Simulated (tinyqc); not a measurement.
Level and width from two currents at zero temperature.

Inverse problem. In a resonant-tunnelling diode at zero temperature a sharp resonance at Er = E0 - alpha V between the emitter band edge and Ef carries J = K (pi/2) G Tp (Ef - Er), K = q^3 mw m0/(2 pi^2 hbar^3) (times 1e-4 for A/cm^2 per eV^2), with G its full width and Tp its peak transmission, G Tp taken as constant, and no back flow. Find G Tp and E0.

Parameters, values chosen for the exercise; masses and offsets close to those of GaAs wells and AlGaAs barriers: mass in the well, spacer and contacts mw = 0.066 m0; Fermi energy of both contacts above their band edges Ef = 0.043 eV; share of the bias at the well alpha = 0.5.

Constants: q = 1.602176634e-19 C, hbar = 1.054571817e-34 J s, m0 = 9.1093837015e-31 kg. Results are converted to the units shown.

J at V = 0.024 and 0.087 V (kA/cm^2): 4.5634644  33.313290

Solution. J is linear in V: the slope gives G Tp, and the onset V0, where the line meets zero, gives E0 = Ef + alpha V0.

G Tp = 0.544 meV
E0 = 0.0500 eV

Computed by the program tinyqc: `OMP_NUM_THREADS=1 python tinyqc.py 2600140 2600141 out.jsonl`, one thread of a shared Intel Xeon 2.30GHz, about 0.2 s for the whole run.
